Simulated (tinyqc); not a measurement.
Charge stability of a double quantum dot, constant-interaction model with a charge sensor: one step of the calculation.

Capacitance matrix C = [[C1, -Cm], [-Cm, C2]], C1 = G1 + X1 + Cm + L1, C2 = G2 + X2 + Cm + L2. Gate charges n1 = (G1 V1 + X1 V2)/q, n2 = (X2 V1 + G2 V2)/q. The state (N1, N2) has U = (1/2) d^T E d with d = (N1 - n1, N2 - n2) and E = q^2 C^(-1). Leads at 0 V; no tunnel coupling, spin or level spacing. The sensor reads s1 <N1> + s2 <N2>.

Problem. Triple points. The states (0,0), (1,0), (0,1) meet where E n = (EC1/2, EC2/2), and (1,1), (1,0), (0,1) where E n = (EC1/2 + ECm, EC2/2 + ECm); the gate voltages follow from n.

Parameters, values chosen for the exercise:
- G1 = 2.9 aF (gate 1 to dot 1)
- G2 = 3 aF (gate 2 to dot 2)
- X1 = 0.54 aF (gate 2 to dot 1)
- X2 = 0.91 aF (gate 1 to dot 2)

Constants: q = 1.602176634e-19 C. Results are converted to the units shown.

E (meV):

|  | 1 | 2 |
|---|---|---|
| 1 | 8.9852265 | 1.0275354 |
| 2 | 1.0275354 | 6.9035158 |

Wanted: gate charges; gate voltages; distance between the points.

Solution.

gate charges:

|  | n1 | n2 |
|---|---|---|
| electron point | 0.45049 | 0.43295 |
| hole point | 0.54951 | 0.56705 |

gate voltages (mV):

|  | V1 | V2 |
|---|---|---|
| electron point | 21.815 | 16.505 |
| hole point | 26.200 | 22.337 |

distance between the points = 7.2964 mV

The line between the two points is the (1,0)-(0,1) transition, where an electron moves from dot to dot.

Program tinyqc, `OMP_NUM_THREADS=1 python tinyqc.py 2470133 2470134 out.jsonl`; Intel Xeon 2.30GHz, shared host, one thread, about 0.01 s.
